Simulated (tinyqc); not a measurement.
Changing the reverse bias V_R: band-to-band tunnelling and avalanche in a reverse-biased abrupt junction. Computed by tinyqc, a small Python program. Command: `OMP_NUM_THREADS=1 python tinyqc.py 3007579 3007580 out.jsonl zener sweep`. One thread of a shared host (Intel(R) Xeon(R) Processor @ 2.30GHz), about 0.01 s of CPU time with the checks.

Direct Kane tunnelling in the local field (for indirect gaps the mass is an effective fit) and one ionisation coefficient for both carriers. N is the doping of the light side, or N_A N_D/(N_A + N_D) for the symmetric junction; the built-in voltage is taken as E_g/e.

Inputs (values chosen for the exercise, modelled on germanium): band gap at 300 K, E_g = 0.656 eV; gap narrowing with temperature, -dE_g/dT = 0.33 meV/K; reduced tunnelling mass m_r = 0.041 m_0; permittivity eps = 16; ionisation prefactor a = 1.2e+07 1/cm; ionisation field at 300 K, b = 1.35e+06 V/cm; relative rise of b with temperature = 8.1 1e-4/K; effective doping N = 1.2e+18 1/cm^3; temperature T = 250 K.

Junction: one-sided.

Constants: eps_0 = 8.8541878128e-12 F/m; e = 1.602176634e-19 C; m_0 = 9.1093837015e-31 kg; hbar = 1.054571817e-34 J s.

Method:
- E_g(T) = E_g - (T - 300 K)(-dE_g/dT); b(T) = b [1 + (rise)(T - 300 K)]; w = sqrt(2 eps eps_0 (V_R + E_g/e)/(e N)); F_m = 2 (V_R + E_g/e)/w; the field falls linearly from F_m to 0 across w.
- Kane: G(F) = A F^2 exp(-B/F), A = e^2 sqrt(m_r)/(18 pi hbar^2 sqrt(E_g)), B = pi sqrt(m_r) E_g^(3/2)/(2 e hbar), SI units; J = e int G dx x V_R/(V_R + E_g/e), the last factor making J vanish at zero bias; int G dx = (w/F_m) int_0^F_m G dF by 64 Gauss-Legendre points.
- Avalanche: I = (w/F_m) int_0^F_m a exp(-b/F) dF by 64 Gauss-Legendre points, M = 1/(1 - I), breakdown at I = 1.

One run for each value:
```
reverse bias V_R (V)  tunnel current density (A/cm^2)  peak field F_m (MV/cm)  B/F_m  ionisation integral I
0.066                                       8.672e-02                  0.4477  14.19                  0.480
0.094                                       1.659e-01                  0.4561  13.93                  0.523
0.130                                       3.279e-01                  0.4667  13.62                  0.579
0.190                                       8.279e-01                  0.4838  13.13                  0.678
0.260                                       2.007e+00                  0.5031  12.63                  0.802
0.370                                       6.256e+00                  0.5319  11.95                  1.011
0.530                                       2.315e+01                  0.5713  11.12                  1.343
0.750                                       9.300e+01                  0.6214  10.23                  1.848
1.100                                       4.789e+02                  0.6936   9.16                  2.738
```

Describe and explain the trends.

Over the rows, tunnel current density (A/cm^2) rises from 0.0867 to 479 (exponent d ln y / d ln x 1.8 between the first rows and 4.3 between the last); peak field F_m (MV/cm) rises from 0.448 to 0.694 (exponent d ln y / d ln x 0.053 between the first rows and 0.29 between the last); B/F_m falls from 14.2 to 9.16 (exponent d ln y / d ln x -0.053 between the first rows and -0.29 between the last). Between the last rows ln(J) against 1/F_m has the slope -9.8 MV/cm, to be set beside -B = -6.4; the prefactors make up the rest.

Caution (rows 0.0660, 0.0940, 0.130, 0.190, 0.260, 0.370, 0.530): V_R is below E_g/e, so the field drops by more than a quarter along the tunnelling path and the local Kane formula overestimates the current. Caution (rows 0.370, 0.530, 0.750, 1.10): the bias lies beyond avalanche breakdown (I > 1), so the junction cannot hold it.

Extremes, crossings and ranges named in words are read from the listed rows.
